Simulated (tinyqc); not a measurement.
Franz-Keldysh effect at a direct gap: one step. Airy factors at E. Three cases, with inputs chosen for the exercise.

Problem. Form b, Ai(b), Ai'(b) and the factor pi sqrt(th) [Ai'^2 - b Ai^2] for each band, beside sqrt(E - Eg) (zero below the gap).

Ai is the Airy function, th the electro-optic energy of each hole band from the table (its other columns are not needed here), b = (Eg - E)/th with th in eV; the factor takes the place of sqrt(E - Eg) in the joint density of states.

Give: Factors.

Case 1.

Values chosen (out of a larger set: near those of InGaAs; not measured data): E = 0.949 eV (photon energy); Eg = 0.772 eV (direct gap).

Scales:
```
hole     mr (m0)  th (meV)  length (angstrom)
heavy  0.0379244  81.00030             35.218
light  0.0230963  95.56062             41.548
```

Solution.

Factors:
```
hole         b   Ai(b)  Ai'(b)  factor (eV^(1/2))  without field
heavy  -2.1852  0.1063  0.6830             0.4391         0.4207
light  -1.8522  0.3133  0.5412             0.4610         0.4207
```

Case 2.

Values chosen (out of a larger set: near those of InGaAs; not measured data): E = 0.79 eV (photon energy); Eg = 0.754 eV (direct gap).

Scales:
```
hole     mr (m0)  th (meV)  length (angstrom)
heavy  0.0390497  20.16975             69.551
light  0.0229730  24.07136             83.005
```

Solution.

Factors:
```
hole         b   Ai(b)  Ai'(b)  factor (eV^(1/2))  without field
heavy  -1.7849  0.3484  0.5006             0.2085         0.1897
light  -1.4956  0.4656  0.3061             0.2037         0.1897
```

Case 3.

Values chosen (out of a larger set: near those of InP; not measured data): E = 1.358 eV (photon energy); Eg = 1.332 eV (direct gap).

Scales:
```
hole     mr (m0)  th (meV)  length (angstrom)
heavy  0.0703904  33.67617             40.091
light  0.0428555  39.73364             47.302
```

Solution.

Factors:
```
hole         b   Ai(b)   Ai'(b)  factor (eV^(1/2))  without field
heavy  -0.7721  0.5205  -0.1173             0.1285         0.1612
light  -0.6544  0.5040  -0.1603             0.1202         0.1612
```

Computed by tinyqc, one run a case: `OMP_NUM_THREADS=1 python tinyqc.py N N+1 out.jsonl` with N = 1652308, 1652404, 1652412; one thread of a shared Intel(R) Xeon(R) Processor @ 2.30GHz, about 0.01 s a run at most.
